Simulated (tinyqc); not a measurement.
Which roughness does what: X-ray reflectivity of a thin film on silicon: critical angles, Parratt recursion, fringes and roughness. Computed by tinyqc, a small Python program. Command: `OMP_NUM_THREADS=1 python tinyqc.py 3121336 3121337 out.jsonl xrr walk`. One thread of a shared host (Intel(R) Xeon(R) Processor @ 2.30GHz), about 0.01 s of CPU time with the checks.

n = 1 - delta + i beta; the classical electron radius is r_e = 2.8179403e-6 nm. Layer 0 is vacuum, 1 the film, 2 the substrate.

Inputs (values chosen for the exercise, modelled on TiN on silicon, copper K-alpha radiation):
```
quantity                                        value     unit
wavelength lambda                             0.15406       nm
film density rho                                 4.98   g/cm^3
effective electrons per unit mass, film         0.466    mol/g
beta/delta, film                                0.069        -
film thickness d                                 28.8       nm
roughness of the surface sigma_1                 0.95       nm
roughness of the interface sigma_2               0.72       nm
substrate density                                2.33   g/cm^3
effective electrons per unit mass, substrate    0.507    mol/g
beta/delta, substrate                           0.023        -
grazing angle theta                              1.17  degrees
```

Constants: N_A = 6.02214076e+23 1/mol.

Method:
- delta = r_e lambda^2 rho_e/(2 pi), rho_e = density x electrons per mass x N_A; critical angle sqrt(2 delta), q_c = 4 sqrt(pi r_e rho_e).
- k_j = (2 pi/lambda) sqrt(sin^2 theta - 2 delta_j + 2 i beta_j); r_ij = (k_i - k_j)/(k_i + k_j) x exp(-2 k_i k_j sigma^2) (Nevot-Croce); r = (r_01 + r_12 p)/(1 + r_01 r_12 p), p = exp(2 i k_1 d); R = |r|^2.
- Far above the critical angle the period is d theta = lambda/(2 d), or 2 pi/d in q; the envelope runs between (|r_01| - |r_12 p|)^2 and (|r_01| + |r_12 p|)^2; contrast = 2 a b/(a^2 + b^2) with a = |r_01|, b = |r_12 p|; roughness factors on the amplitudes are about exp(-q^2 sigma^2/2).
- R is averaged over one period above each angle (64 points); contrast = (max - min)/(max + min) of R theta^4 over that period. Cases: smooth; only sigma_1; only sigma_2; both.

period in theta = 0.153246 degrees

Constants:
```
layer      rho_e (1/nm^3)        delta         beta  critical angle (degrees)  q_c (1/nm)
film              1397.55  1.48764e-05  1.02647e-06                  0.312526    0.444922
substrate          711.40  7.57263e-06  1.74170e-07                  0.222977    0.317437
```

Mean R and contrast:
```
theta (degrees)   R smooth  contrast  R, sigma_1  contrast, sigma_1  R, sigma_2  contrast, sigma_2     R, both  contrast, both
0.8              0.0012995   0.71874  4.7584e-04         9.6041e-01  1.2106e-03         5.4858e-01  3.8048e-04         0.81767
1.2              0.0002948   0.74472  6.3162e-05         8.4757e-01  2.5403e-04         3.9347e-01  2.3997e-05         0.98609
1.8              0.0000607   0.75988  1.0707e-05         1.9985e-01  5.0335e-05         1.5839e-01  3.8317e-07         0.88988
2.5              0.0000173   0.76867  3.0558e-06         9.9241e-03  1.3918e-05         2.9521e-02  3.5115e-09         0.50141
3.5              0.0000045   0.77438  8.3786e-07         1.2668e-03  3.7089e-06         1.0964e-03  1.4377e-12         0.51090
```

What follows from these numbers?

At 2.5 degrees sigma_1 alone multiplies the mean R by 0.18 and sigma_2 alone by 0.80; the contrast goes from 0.77 (smooth) to 0.01 and 0.03.
